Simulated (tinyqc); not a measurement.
# Bulk resistivity and mean free path from two films

Problem. In the thick-film limit single-crystal films obey rho = rho0 (1 + 3 (1 - ps) lam/(8 d)). Find rho0, lam and the product rho0 lam.

Parameters, values chosen for the exercise:

| symbol | value | unit | meaning |
|---|---|---|---|
| ps | 0 |  | specular share of surface scattering |

rho at d = 85 and 320 nm (uohm cm): [2.0015000, 1.7800859]

Answer. rho is a straight line in 1/d: the intercept is rho0 and the slope (3/8)(1 - ps) rho0 lam. Without ps only the product (1 - ps) lam could be found.

rho0 = 1.700 uohm cm
lam = 40.20 nm
rho0 lam = 68.34 uohm cm nm

Numbers from tinyqc (`OMP_NUM_THREADS=1 python tinyqc.py 2100002 2100003 out.jsonl`; about 0.01 s on one thread of a shared Intel Xeon 2.30GHz).
